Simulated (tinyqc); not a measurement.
# From one set of inputs to another, one input at a time

Model: donor or exciton in a quantum well (variational effective-mass method). Computed by tinyqc, a small Python program. Command: `OMP_NUM_THREADS=1 python tinyqc.py 3000548 3000549 out.jsonl welldonor ladder`. One thread of a shared host (Intel(R) Xeon(R) Processor @ 2.30GHz), about 0.4 s of CPU time with the checks.

H = -nabla^2 - 2/|r - r_i| + V(z) in effective units; trial function psi = f(z) exp(-|r - r_i|/lambda), f the ground state of the well. Mass and screening are the same in well and barrier; l = L/a* is the width in effective units. Bands are flat: no polarisation or applied field.

The inputs printed are set A. Set A is modelled on ZnO; the values taken over come from a set modelled on InP. Inputs not listed in the table keep their values of set A, so the rows need not describe a real material.

Inputs (values chosen for the exercise, modelled on ZnO):
```
quantity,value,unit
electron mass m,0.26,m_0
dielectric constant eps,8.22,-
well width L,6,nm
donor position z_i/L from the centre,0,-
barrier height V_0,0.16,eV
```

Centre: donor. Barriers: finite.

Constants: Ry = 13.605693123 eV; a_0 = 0.529177210903 angstrom.

Method:
- Ry* = Ry m/eps^2, a* = a_0 eps/m; l = L/a*.
- k solves k tan(k l/2) = sqrt(v - k^2), v = V_0/Ry*, 0 < k l/2 < pi/2 (bisection); f = cos(k z) inside and cos(k l/2) exp(-kappa (|z| - l/2)) outside, kappa = sqrt(v - k^2); subband energy k^2 Ry*.
- Binding E_b(lambda) = -1/lambda^2 + 4 A/(lambda B), with A = int f^2 exp(-2 s/lambda) dz, B = int f^2 exp(-2 s/lambda)(1 + 2 s/lambda) dz and s = |z - z_i|; 40 Gauss-Legendre points on each piece between the walls at z = -l/2 and l/2 and z_i, and out to 12/(kappa + 1/lambda) beyond the walls.
- Golden-section search for the maximum over lambda from 0.3 to 4, 40 steps.

Each row keeps all changes above it:
```
input moved,from,to,binding energy (meV),radius lambda a* (nm),binding in Ry*
set A,-,-,68.00,1.768,1.299
dielectric constant eps,8.22,12.5,33.86,2.591,1.496
barrier height V_0 (eV),0.16,0.44,35.26,2.555,1.557
well width L (nm),6,5.8,35.62,2.544,1.573
electron mass m (m_0),0.26,0.0797,15.72,6.689,2.265
```

Where does the difference come from?

Binding energy goes from 68.0 to 15.7, a factor 0.231 in all. The largest single move comes from electron mass m (a factor 0.441). Radius lambda a* goes from 1.77 to 6.69, a factor 3.78 in all. The largest single move comes from electron mass m (a factor 2.63). Binding in Ry* goes from 1.30 to 2.26, a factor 1.74 in all. The largest single move comes from electron mass m (a factor 1.44). The single moves hold for this order of the switches; the total does not depend on the order.

Extremes, crossings and ranges named in words are read from the listed rows.
